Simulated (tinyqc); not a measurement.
Off-state leakage of single and stacked transistors: two steps of the calculation.

n-channel devices of unit width. Subthreshold current I(Vg, Vs, Vd) = I0 (T/300 K)^0.5 exp[(Vg - Vs - VT(T) - gb (Vs - Vb) + dd (Vd - Vs))/(nf Vt)] (1 - exp(-(Vd - Vs)/Vt)), VT(T) = VT - cT (T - 300 K). Gate-edge tunnelling Ig (Vd/1 V) exp(ag (Vd - 1 V)), for a gate at 0 V, and band-to-band leakage Ab u exp(-Bb/u), u = Vd - Vb + 1 V, flow at a drain held at V; both are taken as independent of T. In a stack of off transistors (all gates at 0 V) the same subthreshold current passes through each.

Parameters, values chosen for the exercise; values of the order met in bulk silicon logic transistors:

| symbol | value | unit | meaning |
|---|---|---|---|
| T | 358 | K | temperature |
| V | 1.2 | V | supply voltage |
| VT | 0.38 | V | threshold at 300 K, zero drain and body bias |
| cT | 0.7 | mV/K | fall of the threshold with temperature |
| I0 | 0.39 | uA/um | current at threshold at 300 K |
| nf | 1.5 |  | slope factor |
| dd | 0.06 |  | drain-induced lowering per volt |
| gb | 0.24 |  | rise of the threshold per volt of source-body bias |
| Ig | 0.0001 | uA/um | gate-edge tunnelling current at 1 V |
| ag | 4.6 | 1/V | exponential slope of the gate current |
| Ab | 100 | uA/(um V) | prefactor of band-to-band leakage at the drain |
| Bb | 25 | V | its exponential voltage |
| Vb | 0 | V | body voltage |

Constants: q = 1.602176634e-19 C, kB = 1.380649e-23 J/K, Vt = kB T/q. Results are converted to the units shown.

Task 1. Leakage of one transistor. Vg = Vs = 0, Vd = V; effective threshold VT(T) - gb Vb - dd V.

Wanted: effective threshold; parts; total; shares.

Result 1.

effective threshold = 0.2674 V
parts (nA/um): subthreshold 1.318, gate edge 0.3011, band-to-band 2.554
total = 4.173 nA/um
shares (%): subthreshold 31.58, gate edge 7.215, band-to-band 61.20

The band-to-band part is the largest.

Task 2. New Vx. Stack of two, Vx the node between them: I_low = I(0, 0, Vx), I_up = I(0, Vx, V), f = ln(I_up/I_low), f' = -(1 + gb + 2 dd)/(nf Vt) - 1/(Vt (exp(Vx/Vt) - 1)) - 1/(Vt (exp((V - Vx)/Vt) - 1)), Vx(new) = Vx - f/f'.

Vx at the start = 0.053 V

Find: I_low; I_up; f; f'; Vx after iteration 1.

Result 2.

I_low = 0.24441 nA/um
I_up = 0.29734 nA/um
f = 0.19602
f' = -36.477 1/V
Vx after iteration 1 = 0.058374 V

Program tinyqc, `OMP_NUM_THREADS=1 python tinyqc.py 2242208 2242209 out.jsonl`; Intel Xeon 2.30GHz, shared host, one thread, about 0.04 s.
